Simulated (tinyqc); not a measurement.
Worked calculation: coherent transport through a tight-binding region between two chains. One step of it, computed by the program tinyqc.

Task: Transmission at E = -0.97 eV. Surface Green function g = (E - i sqrt(4 t^2 - E^2)) / (2 t^2); self-energy tc^2 g on each contact site; G = (E - H - Sigma)^(-1); Gamma = -2 Im Sigma; T = Gamma_L Gamma_R |G_LR|^2; local density of states -Im G_ii / pi.

H of the central region (eV):
$$\begin{pmatrix}
0.000000 & -1.170000 \\
-1.170000 & 0.000000
\end{pmatrix}$$

Leads: semi-infinite chains with site energy 0:
```
parameter                           value
lead hopping t (eV)              3.000000
coupling to the left lead (eV)   0.690000
coupling to the right lead (eV)  1.240000
left contact site                       1
right contact site                      2
```

E = -0.970000 eV

Give: g; G; local density of states; transmission.

Result:

g = -0.054-0.329i 1/eV

G (1/eV):
$$\begin{pmatrix}
0.305-1.137i & 0.949-0.958i \\
0.949-0.958i & 0.637-0.901i
\end{pmatrix}$$

local density of states (1/eV): [0.362, 0.287]

transmission = 0.576
